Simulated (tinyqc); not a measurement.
Worked calculation: finite-difference solution of the diffusion equation on a small grid. Computed by tinyqc, a small Python program that keeps every step. Command: `OMP_NUM_THREADS=1 python tinyqc.py 3007183 3007184 out.jsonl fdiff walk`. One thread of a shared host (Intel(R) Xeon(R) Processor @ 2.30GHz), about 0.02 s of CPU time with the checks. Intermediate numbers are printed to about 7 digits and carried at full precision; extremes and crossings named in words are read from the listed rows.

dC/dt = D d2C/dx2 on nodes x_j = j dx, j = 0..8; the far end is sealed.

Inputs (values chosen for the exercise):
```
quantity          value    unit
diffusivity D      0.22  nm^2/s
grid spacing dx      25      nm
time step dt       2200       s
final time t_f    88000       s
loss velocity h  0.0027    nm/s
```

Boundary at x = 0: surface loss. Scheme: explicit.

start values C_j, j = 0, 1, ... (% of a reference): 66.3  100  60  9.25  13.3  0  0  0  0

## Mesh ratio and operator

The operator M acts as (M C)_j = C_(j-1) - 2 C_j + C_(j+1); at the sealed far end a mirror node gives 2 C_(N-2) - 2 C_(N-1); at j = 0, the outward flux h C_0 gives 2 C_1 - (2 + 2 h dx/D) C_0. r = D dt/dx^2.

mesh ratio r = 0.7744

operator M:
```
           0          1          2          3          4          5          6          7
0  -2.613636   2.000000   0.000000   0.000000   0.000000   0.000000   0.000000   0.000000
1   1.000000  -2.000000   1.000000   0.000000   0.000000   0.000000   0.000000   0.000000
2   0.000000   1.000000  -2.000000   1.000000   0.000000   0.000000   0.000000   0.000000
3   0.000000   0.000000   1.000000  -2.000000   1.000000   0.000000   0.000000   0.000000
4   0.000000   0.000000   0.000000   1.000000  -2.000000   1.000000   0.000000   0.000000
5   0.000000   0.000000   0.000000   0.000000   1.000000  -2.000000   1.000000   0.000000
6   0.000000   0.000000   0.000000   0.000000   0.000000   1.000000  -2.000000   1.000000
7   0.000000   0.000000   0.000000   0.000000   0.000000   0.000000   1.000000  -2.000000
8   0.000000   0.000000   0.000000   0.000000   0.000000   0.000000   0.000000   2.000000

           8
0   0.000000
1   0.000000
2   0.000000
3   0.000000
4   0.000000
5   0.000000
6   0.000000
7   1.000000
8  -2.000000
```

## Amplification factors

The mode of M with eigenvalue mu has its amplitude multiplied per step by g = (1 + (1 - theta) r mu)/(1 - theta r mu), with theta = 0 explicit, 1 implicit, 1/2 Crank-Nicolson; the explicit scheme is stable for r up to 2/|mu_min|.

eigenvalues mu of M: -4.094726  -3.916397  -3.488239  -2.840011  -2.074456  -1.308208  -0.656863  -0.214537  -0.020200

factors g: -2.170955  -2.032858  -1.701292  -1.199305  -0.606459  -0.013076  0.491325  0.833862  0.984357

largest stable r of the explicit scheme = 0.4884332

The smallest factor is -2.171: its size exceeds 1, so the shortest wave grows.

## Time step 1

C at the start (%): 66.30  100.00  60.00  9.25  13.30  0.00  0.00  0.00  0.00

With r = D dt/dx^2: (1 - theta r M) C(new) = (1 + (1 - theta) r M) C(old); theta = 0 explicit, 1 implicit, 1/2 Crank-Nicolson.

C after step 1 (%): 86.98880  42.92672  51.67520  51.68712  -0.13584  10.29952  0.00000  0.00000  0.00000

## Time step 2

The formulas are those given above.

C after step 2 (%): -22.59163  83.82322  44.90961  11.54619  48.07700  -5.75757  7.97595  0.00000  0.00000

## All steps

The run takes n = round(t_f/dt) steps of length t_f/n. The dose is the trapezoidal sum of C dx; the error is the largest difference from exp(M D t/dx^2) C(0), the exact time evolution on the same grid.

Course of the run:
```
step  t (s)            C_1            C_4    dose (% nm)  largest error
1      2200   4.292672e+01  -1.358400e-01   4.998678e+03   2.734615e+01
2      4400   8.382322e+01   4.807700e+01   4.481965e+03   6.917024e+01
3      6600  -2.871914e+01  -2.190195e+01   4.616159e+03   1.153109e+02
4      8800   1.723191e+02   9.893802e+01   3.707581e+03   2.325833e+02
5     11000  -2.490608e+02  -1.040561e+02   4.902177e+03   4.458517e+02
6     13200   5.965617e+02   2.314478e+02   2.093597e+03   8.934692e+02
7     15400  -1.150255e+03  -3.176364e+02   7.260911e+03   1.793888e+03
...     ...            ...            ...            ...            ...
34    74800   9.361309e+11  -3.109832e+11  -2.400363e+12   1.276640e+12
35    77000  -2.022996e+12   6.836627e+11   5.182875e+12   2.757158e+12
36    79200   4.372960e+12  -1.501451e+12  -1.119465e+13   5.956546e+12
37    81400  -9.455202e+12   3.294487e+12   2.418724e+13   1.287234e+13
38    83600   2.044907e+13  -7.222865e+12  -5.227449e+13   2.782550e+13
39    85800  -4.423617e+13   1.582374e+13   1.130090e+14   6.016484e+13
40    88000   9.571417e+13  -3.464297e+13  -2.443702e+14   1.301218e+14
```

C at the end (%): -1.301218e+14  9.571417e+13  -6.953230e+13  4.962068e+13  -3.464297e+13  2.370729e+13  -1.623719e+13  1.188027e+13  -1.044771e+13

largest error at t_f = 1.301218e+14 %

final dose = -2.443702e+14 % nm

final C_4 = -3.464297e+13 %

The error grows by a factor near 2.17 a step with alternating sign from node to node: r = 0.774 exceeds the stability limit 0.488 of the explicit scheme.

Reruns converge with time step dt = 880.0; or with scheme = implicit; or with scheme = Crank-Nicolson. Reruns still fail with time step dt = 1800.0.
